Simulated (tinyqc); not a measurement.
Inside a calculation. Model: domain walls in a thin film with perpendicular anisotropy: Bloch, Neel and chiral walls, motion and stripe domains. Computed by tinyqc, a small Python program that keeps every step. Command: `OMP_NUM_THREADS=1 python tinyqc.py 3018408 3018409 out.jsonl mwall walk`. One thread of a shared host (Intel(R) Xeon(R) Processor @ 2.30GHz), about 0.01 s of CPU time with the checks. Intermediate numbers are printed to about 7 digits and carried at full precision; extremes and crossings named in words are read from the listed rows.

One-dimensional wall: polar angle theta(x), azimuth phi of the moment in the wall (phi = 0 Neel, 90 degrees Bloch). mu_0 = 1.25663706212e-6 T m/A, gamma = 1.76085963023e11 rad/(s T).

Inputs (values chosen for the exercise, for a model film): saturation magnetisation M_s = 989 kA/m; exchange stiffness A = 14 pJ/m; uniaxial anisotropy K_u = 1140 kJ/m^3; DMI constant D = 0.75 mJ/m^2; thickness t = 2.4 nm; damping alpha = 0.28; current density J = 0.098 1e12 A/m^2; spin Hall angle theta_SH = 0.27.

Drive: spin-orbit torque.

Constants: hbar = 1.054571817e-34 J s; e = 1.602176634e-19 C.

## Width and energy of the Bloch wall

K_eff = K_u - mu_0 M_s^2/2; Delta = sqrt(A/K_eff); sigma_0 = 4 sqrt(A K_eff); profile theta = 2 arctan exp(x/Delta); quality factor Q = 2 K_u/(mu_0 M_s^2).

K_eff = 525.4285 kJ/m^3

width parameter Delta = 5.161872 nm

sigma_0 = 10.84878 mJ/m^2

quality factor Q = 1.854951

## Bloch or Neel

sigma(phi) = sigma_0 + 2 Delta K_D cos^2(phi) - pi D cos(phi), with the wall shape anisotropy K_D = N_x mu_0 M_s^2/2, N_x = t ln 2/(pi Delta). The minimum has cos(phi) = D/D_N for D < D_N = 4 Delta K_D/pi and phi = 0 beyond; sigma turns negative at D_c = (sigma_0 + 2 Delta K_D)/pi.

K_D = 63.04520 kJ/m^3

D_N = 0.4143520 mJ/m^2

azimuth phi = 0 degrees

wall energy sigma = 9.143446 mJ/m^2

D_c = 3.660449 mJ/m^2

A pure chiral Neel wall. D is 0.20 of D_c.

## Velocity under current

Spin-orbit drive: B_SL = hbar theta_SH J/(2 e M_s t) acts as the field (pi/2) B_SL cos(phi). Steady state: v = (gamma Delta/alpha)(pi/2) B_SL cos(phi) = gamma Delta [B_D sin(phi) - (B_K/2) sin(2 phi)], B_K = 2 K_D/M_s, B_D = pi D/(2 M_s Delta); the root with phi between its rest value and 90 degrees; v saturates at v_D = gamma Delta B_D.

B_SL = 3.668750 mT

azimuth in motion = 11.02578 degrees

velocity = 18.36202 m/s

saturation velocity v_D = 209.7537 m/s

v is 9 % of v_D: still rising with current. Caution: pinning, heating and tilting of the wall are left out.

## Velocity against current

The formulas are those given above.

Steady motion:
```
J (1e12 A/m^2)  B_SL (mT)  phi (degrees)   v (m/s)  v at fixed rest phi (m/s)
0.02               0.7487        2.32662    3.8147                     3.8178
0.05               1.8718        5.76988    9.4962                     9.5446
0.10               3.7436       11.23576   18.7232                    19.0891
0.20               7.4872       20.64780   35.7259                    38.1782
0.50              18.7181       38.66745   74.5225                    95.4456
1.00              37.4362       53.56313  113.3773                   190.8912
2.00              74.8724       66.75173  150.6957                   381.7823
5.00             187.1811       78.89030  183.9122                   954.4558
```

The linear law holds to 5 % in 3 of the eight rows; in the last row v is 87.7 % of v_D = pi gamma D/(2 M_s), which depends on neither alpha nor theta_SH.

## Stripe domains

Dipolar length l = sigma/(mu_0 M_s^2); for t much smaller than the period the domain width is w = 0.955 t exp(pi l/t) (Kaplan and Gehring), given as log10 of w in nm.

dipolar length l = 7.438878 nm

log10 of the domain width in nm = 4.589143

Equilibrium domains are about 39000 nm wide.

## Raising D

The formulas are those given above.

Wall against D; the last column is the Kaplan-Gehring width, log10[0.955 t exp(pi sigma/(mu_0 M_s^2 t))/nm], with a dash where it falls below 10 Delta and the formula fails:
```
D (mJ/m^2)  phi (degrees)  sigma (mJ/m^2)  sigma/sigma_0  log10 domain width
0.083            78.44475        10.82266      0.9975927            5.365796
0.210            59.54806        10.68160      0.9845898            5.300552
0.330            37.21000        10.43594      0.9619462            5.186935
0.730             0.00000         9.20628      0.8486004            4.618204
1.500             0.00000         6.78725      0.6256236            3.499382
2.200             0.00000         4.58814      0.4229173            2.482270
2.900             0.00000         2.38902      0.2202111                   -
3.300             0.00000         1.13238      0.1043790                   -
```

D_N is 11 % of D_c, so a small D fixes the chirality long before it lowers the energy much. Beyond D_N sigma falls by pi per unit of D, and the domain width, which has sigma in an exponent, drops by 2.9 decades over the valid rows (values above 6 mean a single domain in any device).

Checks made by the program: sigma_0 against the integral over the profile (relative difference below 1e-10).
